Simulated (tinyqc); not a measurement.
Random telegraph noise from one oxide trap in a small MOSFET: time constants and noise against gate voltage.

An acceptor-like trap exchanges electrons with the channel. Inversion charge Q = Cox u, u = n Vt W0(exp((Vg - VT)/(n Vt))), W0 the Lambert function, n = nf, Cox = eps0 eox/tox; linear regime Id = (W/L) mu Q Vd. Relative to threshold the surface potential rises by Vt ln(u/u0) and the oxide voltage by the rest of Vg - VT, with u0 = n Vt W0(1).

N = Cox u/q; dpsi = Vt ln(u/u0); E = E0 - dpsi - (xt/tox)(Vg - VT - dpsi); capture time tc = 1/[(N/zi) vth s0 exp(-xt/lt - EB/Vt)]; emission time te = tc exp(-E/Vt); occupancy te/(tc + te). A = W L; threshold step dV = q (1 - xt/tox)/(Cox A); gm/Id = 1/(u + n Vt); relative step dI/I = (gm/Id) dV + asc mu/A. fc = (1/tc + 1/te)/(2 pi); rms = (dI/I) sqrt(tc te)/(tc + te).

Parameters, values chosen for the exercise; values of the order met in silicon transistors:
- T = 300 K (temperature)
- eox = 3.9 (relative permittivity of the gate insulator (close to silicon dioxide))
- tox = 1.5 nm (insulator thickness)
- xt = 0.14 nm (depth of the trap from the channel interface)
- E0 = 0.16 eV (trap level above the channel Fermi level at threshold)
- s0 = 5e-15 cm^2 (capture prefactor)
- EB = 0.25 eV (capture barrier (lattice relaxation))
- lt = 0.15 nm (tunnelling decay length)
- vth = 1.8e7 cm/s (thermal velocity)
- zi = 1.8 nm (thickness of the inversion layer)
- VT = 0.26 V (threshold voltage)
- nf = 1.18 (body factor)
- W = 69 nm (gate width)
- L = 160 nm (gate length)
- mu = 250 cm^2/(V s) (mobility)
- asc = 1.4e-15 V s (scattering coefficient of the charged trap)
- Vd = 0.05 V (drain voltage)

Constants: q = 1.602176634e-19 C, kB = 1.380649e-23 J/K, Vt = kB T/q, eps0 = 8.8541878128e-14 F/cm where lengths are in cm. Results are converted to the units shown.

Time constants and noise against gate voltage:
```
Vg (V)      E (eV)     tc (s)     te (s)  occupancy  dI/I (%)   fc (Hz)  rms dI/I (%)
0.81      0.031432  1.2013e-8  3.5614e-9    0.22867   0.43197  5.7937e7       0.18141
0.87      0.023154  1.0716e-8  4.3759e-9    0.28995   0.42024  5.1223e7       0.19068
0.93      0.015136  9.6657e-9  5.3822e-9    0.35767   0.41063  4.6036e7       0.19682
0.99     0.0073344  8.7992e-9  6.6257e-9    0.42955   0.40262  4.2108e7       0.19930
1.05    -2.8605e-4  8.0725e-9  8.1623e-9    0.50277   0.39585  3.9215e7       0.19792
1.11    -0.0077523  7.4546e-9  1.0061e-8    0.57441   0.39005  3.7168e7       0.19285
1.17     -0.015086  6.9232e-9  1.2409e-8    0.64188   0.38503  3.5814e7       0.18460
1.23     -0.022304  6.4614e-9  1.5311e-8    0.70324   0.38065  3.5026e7       0.17389
1.29     -0.029421  6.0564e-9  1.8900e-8    0.75732   0.37679  3.4700e7       0.16153
```

tc falls from 1.20e-8 to 6.06e-9 s as the channel fills and te rises from 3.56e-9 to 1.89e-8 s; they are equal at Vg = 1.05 V, where E = 0. The rms noise goes from 0.181 through a maximum of 0.199 (at Vg = 0.99 V among the rows listed) to 0.162 %. The slope -Vt d ln(tc/te)/dVg is 0.138 between the first two rows and 0.119 between the last two; it tends to xt/tox = 0.0933 only when the surface potential stops moving.

Range of the model: VT is taken as given; short-channel effects and the uneven flow of current among few electrons are left out.

tinyqc, about 0.01 s, one thread, Intel Xeon 2.30GHz (shared host): `OMP_NUM_THREADS=1 python tinyqc.py 2710082 2710083 out.jsonl`
